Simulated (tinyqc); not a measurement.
Worked calculation: chemical-mechanical planarisation: Preston law, pattern density and step-height reduction. Computed by tinyqc, a small Python program that keeps every step. Command: `OMP_NUM_THREADS=1 python tinyqc.py 3014104 3014105 out.jsonl cmp walk`. One thread of a shared host (Intel(R) Xeon(R) Processor @ 2.30GHz), about 0.01 s of CPU time with the checks. Intermediate numbers are printed to about 6 digits and carried at full precision; extremes and crossings named in words are read from the listed rows.

A row of 10 cells, repeated periodically, holds raised features that cover a share rho of each cell.

Inputs (values chosen for the exercise, close to those used for copper polishing):
```
quantity                          value  unit
Preston coefficient K           1.4e-13  1/Pa
pressure P                           15   kPa
platen and carrier speed             40   rpm
distance between the centres         17    cm
initial step height h0              440    nm
contact height h_c                   98    nm
film above the raised areas z0     1100    nm
cell size                           1.8    mm
planarisation length                4.8    mm
polish time t                       280     s
```

local pattern densities, cell by cell: 0.9  0.7  0.9  0.7  0.8  0.25  0.3  0.8  0.3  0.2

## Blanket rate

With equal rotation speeds the relative speed is uniform, v = omega r_c; Preston rate R0 = K P v.

relative speed v = 0.712094 m/s

blanket rate R0 = 1.49540 nm/s

## Effective density

The stiff pad averages the density: rho_eff(i) = sum_j w_ij rho_j / sum_j w_ij, w = exp(-2 d^2/L^2), L the planarisation length and d the distance between cell centres, summed over all periodic images of cell j.

normalised weights (images included) for cells 0, 1, 2, ... apart: 0.299207  0.225853  0.097138  0.023805  0.003336  0.000529

effective densities: 0.628629  0.733252  0.763752  0.717737  0.610308  0.500992  0.461559  0.464204  0.460837  0.508731

Local densities span 0.2 to 0.9, effective ones 0.461 to 0.764.

## State at time t

While h > h_c only raised areas polish, at R0/rho_eff, until t_c = rho_eff (h0 - h_c)/R0. After that h = h_c exp(-(t - t_c)/tau), tau = rho_eff h_c/R0; low areas polish at R0 (1 - h/h_c) and raised areas at R0 [1 + (1 - rho_eff) h/(rho_eff h_c)]. Removed from raised areas after t_c: h0 - h_c + R0 (t - t_c) + (1 - rho_eff)(h_c - h); from low areas: R0 (t - t_c) - rho_eff (h_c - h). Film left = z0 less the removal from raised areas.

Cells:
```
cell   rho_eff  t_c (s)  step h (nm)  removed, raised (nm)  removed, low (nm)  film left on raised areas (nm)
1     0.628629  143.768       3.5899               580.782            144.371                         519.218
2     0.733252  167.696       9.4677               533.555            103.023                         566.445
3     0.763752  174.671      11.9483               519.838             91.786                         580.162
4     0.717737  164.148       8.3473               540.551            108.898                         559.449
5     0.610308  139.578       2.9273               589.035            151.963                         510.965
6     0.500992  114.578       0.6354               637.958            198.593                         462.042
7     0.461559  105.559       0.3066               655.460            215.767                         444.540
8     0.464204  106.164       0.3233               654.288            214.612                         445.712
9     0.460837  105.394       0.3022               655.780            216.082                         444.220
10    0.508731  116.348       0.7235               634.515            195.238                         465.485
```

range of film left across the row = 135.943 nm

largest remaining step = 11.9483 nm

thinnest film left = 444.220 nm

10 of 10 cells have reached contact. The cell with the lowest rho_eff has lost the most film from its raised areas.

## Local against global planarity over time

Times are multiples of h0/R0; the range is the largest minus the smallest removal from raised areas.

Steps and range (nm):
```
multiple    t (s)  largest step  smallest step  range across the row  mean removal from raised areas
0.10       29.424       382.390        344.522                37.868                          78.092
0.20       58.847       324.779        249.043                75.736                         156.184
0.30       88.271       267.169        153.565               113.604                         234.275
0.45      132.406       180.754         40.067               154.383                         345.652
0.60      176.542        94.406          9.292               150.576                         433.854
0.80      235.389        29.133          1.324               139.452                         531.445
1.00      294.236         8.990          0.189               135.305                         621.776
1.30      382.507         1.541          0.010               133.641                         754.482
1.70      500.201         0.147          0.000               133.317                         930.591
```

Local steps shrink to 0.15 nm or less, but the range across the row reaches up to 154.4 nm among these rows and ends at 133.3 nm, against the limit (largest - smallest rho_eff) h0 = 133.3 nm: once flat, all cells polish alike and the difference stays. Evener density (dummy fill), a longer planarisation length or a smaller initial step reduces it.

Checks made by the program: volume removed per cell equals R0 t (relative difference below 1e-10).
